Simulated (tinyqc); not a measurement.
Material parameters from the melting point of the curve.

Problem. In a hemispherical model of a phase-change cell the resistance is rho/(2 pi r0), and melting starts where I^2 rho b^2/(32 pi^2 ka r0^2) = Tm - T0. Find rho and ka.

Parameters, values chosen for the exercise:
```
symbol,value,unit,meaning
T0,300,K,ambient temperature
Tm,874,K,melting point
r0,13,nm,radius of the heater contact
```

resistance = 0.85698816 kohm
melting current = 401.96001 uA
b = 1.7954188

Solution. The resistance gives rho, and the melting current then gives ka.

rho = 7.00 mohm cm
ka = 1.19 W/(m K)

Numbers from tinyqc (`OMP_NUM_THREADS=1 python tinyqc.py 2490048 2490049 out.jsonl`; about 0.01 s on one thread of a shared Intel Xeon 2.30GHz).
